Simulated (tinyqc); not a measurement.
# Worked calculation: fully depleted semiconductor-on-insulator film with two gates, non-linear Poisson equation by Newton steps

Program tinyqc, `OMP_NUM_THREADS=1 python tinyqc.py 2190105 2190106 out.jsonl`; Intel Xeon 2.30GHz, shared host, one thread, about 0.5 s. Printed values are rounded.

One dimension across the film, front interface at x = 0, back interface at x = ts. psi is counted from the intrinsic level, n = ni exp(psi/Vt) (source grounded), holes neglected, acceptors ionised. Gates act through Cox = eps0 eox/tox and Cbox = 3.9 eps0/tb with potentials G1 = Vg - (phiM - chi - Vt ln(Nc/ni)) and G2 = Vb - (phiB - chi - Vt ln(Nc/ni)). Classical Boltzmann densities, no interface charge, no depletion in the back plane.

Parameters, values chosen for the exercise; band and dielectric values those of a made-up semiconductor:
- T = 300 K (temperature)
- Eg = 1.4 eV (band gap)
- eps_r = 11.1 (relative permittivity)
- Nc = 2.96e19 cm^-3 (conduction-band density of states at T)
- Nv = 2.59e19 cm^-3 (valence-band density of states at T)
- chi = 3.76 eV (electron affinity)
- eox = 3.9 (relative permittivity of the gate insulator (close to silicon dioxide))
- tox = 2.1 nm (insulator thickness)
- ts = 13 nm (film thickness)
- tb = 56 nm (buried-oxide thickness (eps_r 3.9))
- Na = 1e15 cm^-3 (acceptor density of the film)
- phiM = 4.22 eV (work function of the front gate)
- phiB = 4.81 eV (work function of the back plane)
- Vb = 0 V (back-gate voltage)
- Vg = 0.77 V (front-gate voltage)

Constants: q = 1.602176634e-19 C, kB = 1.380649e-23 J/K, Vt = kB T/q, eps0 = 8.8541878128e-14 F/cm where lengths are in cm. Results are converted to the units shown.

## Capacitances and gate potentials

ni = sqrt(Nc Nv) exp(-Eg/(2 Vt)), Eg in volts; Cox, Cbox, G1, G2 as defined; Cs = eps0 eps_r/ts; a = eps0 eps_r/h with h = ts/10; coupling ratio of a depleted film Cs Cbox/(Cox (Cs + Cbox)).

ni = 4.81741e7 cm^-3
Cox = 1.64435 uF/cm^2
Cbox = 0.0616631 uF/cm^2
Cs = 0.756011 uF/cm^2
a = 7.56011 uF/cm^2
G1 = 1.01173 V
G2 = -0.348274 V
coupling ratio = 0.0346720

## Iteration 1: density, residual and Jacobian diagonal

psi at the start, node 0 to 10 (V): 0.3  0.3  0.3  0.3  0.3  0.3  0.3  0.3  0.3  0.3  0.3

Nodes 0 to 10, h = ts/10, box widths w = h (h/2 at both ends), a = eps0 eps_r/h. F_i = a (psi_(i+1) - 2 psi_i + psi_(i-1)) - q w_i (n_i + Na); F_0 = a (psi_1 - psi_0) + Cox (G1 - psi_0) - q w_0 (n_0 + Na); F_10 = a (psi_9 - psi_10) + Cbox (G2 - psi_10) - q w_10 (n_10 + Na). Diagonal b_i = -2 a - q w_i n_i/Vt, with -a - Cox and -a - Cbox in place of -2 a at the ends.

```
node   n (cm^-3)  residual F (C/cm^2)  diagonal b (F/cm^2)
0     5.27948e12           1.17032e-6          -9.20447e-6
1     5.27948e12         -2.09383e-11          -1.51202e-5
2     5.27948e12         -2.09383e-11          -1.51202e-5
3     5.27948e12         -2.09383e-11          -1.51202e-5
4     5.27948e12         -2.09383e-11          -1.51202e-5
5     5.27948e12         -2.09383e-11          -1.51202e-5
6     5.27948e12         -2.09383e-11          -1.51202e-5
7     5.27948e12         -2.09383e-11          -1.51202e-5
8     5.27948e12         -2.09383e-11          -1.51202e-5
9     5.27948e12         -2.09383e-11          -1.51202e-5
10    5.27948e12          -3.99850e-8          -7.62178e-6
```

## Iteration 1: Newton step

Solve a d_(i-1) + b_i d_i + a d_(i+1) = -F_i for all nodes. Each component d is damped to sign(d) Vt ln(1 + |d|/Vt) before it is added.

```
node  Newton step d, before damping (V)  psi after iteration 1 (V)
0                              0.666019                   0.384976
1                              0.656079                   0.384602
2                              0.646142                   0.384222
3                              0.636209                   0.383837
4                              0.626278                   0.383447
5                              0.616351                   0.383050
6                              0.606427                   0.382647
7                              0.596506                   0.382238
8                              0.586588                   0.381823
9                              0.576673                   0.381401
10                             0.566761                   0.380972
```

## Iteration 2: density, residual and Jacobian diagonal

As before.

```
node   n (cm^-3)  residual F (C/cm^2)  diagonal b (F/cm^2)
0     1.41294e14           1.02776e-6          -9.20452e-6
1     1.39264e14         -6.43448e-11          -1.51203e-5
2     1.37234e14         -6.55009e-11          -1.51203e-5
3     1.35206e14         -6.67107e-11          -1.51203e-5
4     1.33178e14         -6.79776e-11          -1.51203e-5
5     1.31150e14         -6.93051e-11          -1.51203e-5
6     1.29124e14         -7.06970e-11          -1.51203e-5
7     1.27098e14         -7.21574e-11          -1.51203e-5
8     1.25072e14         -7.36907e-11          -1.51203e-5
9     1.23047e14         -7.53017e-11          -1.51203e-5
10    1.21023e14          -4.17374e-8          -7.62183e-6
```

## Iteration 2: Newton step

As before.

```
node  Newton step d, before damping (V)  psi after iteration 2 (V)
0                              0.580723                   0.466550
1                              0.571092                   0.465762
2                              0.561478                   0.464963
3                              0.551881                   0.464152
4                              0.542301                   0.463329
5                              0.532737                   0.462494
6                              0.523190                   0.461646
7                              0.513660                   0.460784
8                              0.504146                   0.459909
9                              0.494648                   0.459019
10                             0.485167                   0.458115
```

## Course of the Newton iteration

Stop when the largest undamped |d| is below 1e-9 V, or after 80 iterations.

Course of the iteration:
```
iteration  largest |F| (C/cm^2)  largest |d| (V)
1                       1.17e-6            0.666
2                       1.03e-6            0.581
3                       8.90e-7            0.493
4                       7.58e-7            0.351
5                       6.23e-7            0.147
6                       4.29e-7           0.0442
7                       1.53e-7          8.72e-3
8                       1.14e-8          2.18e-3
9                      2.22e-10          1.33e-4
10                     4.39e-13          4.77e-7
11                     7.38e-18         5.74e-12
```

Converged in 11 iterations.

## Electron sheet density, centroid and oxide fields

converged psi, node 0 to 10 (V): 0.695044  0.657654  0.635094  0.618731  0.605660  0.594576  0.584788  0.575887  0.567616  0.559804  0.552331

n_i = ni exp(psi_i/Vt); N_inv = sum w_i n_i with w = ts/10, halved at the ends; centroid sum w n x/N_inv; fields (G1 - psi_0)/tox and (G2 - psi_10)/tb.

n, node 0 to 10 (cm^-3): 2.28584e19  5.38169e18  2.24861e18  1.19407e18  7.20200e17  4.69090e17  3.21230e17  2.27662e17  1.65328e17  1.22208e17  9.15289e16
N_inv = 2.90226e12 cm^-2
centroid = 1.46092 nm
field in the front oxide = 1.50801 MV/cm
field in the buried oxide = -0.160822 MV/cm

The centroid lies at 0.11 of the film, near the front interface. A 400-interval mesh gives N_inv = 2.819e12 cm^-2; this mesh is 3.0 % above it.
